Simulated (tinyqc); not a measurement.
From results back to parameters: mean-field antiferromagnet of the Hubbard model on the square lattice. Three cases, with inputs chosen for the exercise.

Problem. In the insulating state f(E-) = 1 and f(E+) = 0, so the gap equation is 1 = (U/2) mean 1/sqrt(e-^2 + Delta^2). Delta is given and U is hidden.

e(k) = -2 t (cx + cy) - 4 t2 cx cy, ci = cos ki; one electron a site; Q = (pi, pi). <n_up - n_dn> = m cos(Q.R) gives Delta = U m/2 and bands E = e+ -/+ sqrt(e-^2 + Delta^2), e+- = (e(k) +- e(k + Q))/2 (the constant U/2 is dropped). Means run over the mesh k_i = 2 pi (j + 1/2)/N of the whole zone: mu from mean(f(E-) + f(E+)) = 1; m(out) = mean of Delta (f(E-) - f(E+))/sqrt(e-^2 + Delta^2); free energy per site F = -kT mean[ln(1 + exp(-(E- - mu)/kT)) + ln(1 + exp(-(E+ - mu)/kT))] + mu + U m^2/4. Order at T > 0 in two dimensions is an artefact of mean field.

Case 1.

Classes of points:
```
|e-| (eV)  e+ (eV)  points
0.0000      0.0000      16
1.2664      0.0000      16
1.7910      0.0000       8
3.0574      0.0000      16
4.3238      0.0000       8
```

Delta = 4.77883 eV

Case 2.

Classes of points:
```
|e-| (eV)  e+ (eV)  points
0.0000      0.0000      16
0.3464      0.0000      16
0.4898      0.0000       8
0.8362      0.0000      16
1.1826      0.0000       8
```

Delta = 0.98029 eV

Case 3.

Classes of points:
```
|e-| (eV)  e+ (eV)  points
0.0000      0.0000       8
1.7536      0.0000       8
```

Delta = 1.48595 eV

Find: mean 1/sqrt(e-^2 + Delta^2); U; m.

Solution. Form the weighted mean over the classes; U = 2/mean and m = 2 Delta/U.

Case 1.

mean 1/sqrt(e-^2 + Delta^2) = 0.191 1/eV
U = 10.48 eV
m = 0.912

Case 2.

mean 1/sqrt(e-^2 + Delta^2) = 0.885 1/eV
U = 2.26 eV
m = 0.868

Case 3.

mean 1/sqrt(e-^2 + Delta^2) = 0.554 1/eV
U = 3.61 eV
m = 0.823

Computed by tinyqc, one run a case: `OMP_NUM_THREADS=1 python tinyqc.py N N+1 out.jsonl` with N = 1682461, 1682476, 1682482; one thread of a shared Intel(R) Xeon(R) Processor @ 2.30GHz, about 0.2 s a run at most.
